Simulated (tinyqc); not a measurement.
Self-heating of a transistor with one or more fingers, with temperature-dependent conductivity: one step, computed by the program tinyqc. Command: `OMP_NUM_THREADS=1 python tinyqc.py 3011818 3011819 out.jsonl selfheat walk`. One thread of a shared host (Intel(R) Xeon(R) Processor @ 2.30GHz), about 0.07 s of CPU time with the checks.

N long parallel fingers lie on the top face of a slab whose bottom is held at T_0; the top is otherwise insulated, and heat flows in two dimensions. P in W/mm is 1000 P in W/m.

Problem. Extra rise from ballistic phonons. Near a source smaller than the free path, Fourier's law overstates the flow. Rough estimate: a strip that emits phonons into a half space adds a resistance times area of 4 Lambda/(3 kappa_0), from the ballistic flux C v Delta T/4 with kappa_0 = C v Lambda/3, so Delta T_b = 4 Lambda P/(3 kappa_0 w); Knudsen number Lambda/w.

Inputs (values chosen for the exercise, modelled on gallium arsenide):
```
quantity                                      value        unit
conductivity at the base temperature kappa_0   45.4     W/(m K)
power per gate width P                         0.33        W/mm
width of the heat source w                     0.46  micrometre
phonon free path Lambda                          71          nm
```

Power: power rises with temperature.

largest theta = 30.69550 K

Give: Knudsen number; ballistic rise Delta T_b; Delta T_b / largest theta.

Solution.

Knudsen number = 0.1543

ballistic rise Delta T_b = 1.496 K

Delta T_b / largest theta = 0.04873

By this estimate the ballistic term is at most a fifth of the Fourier rise.
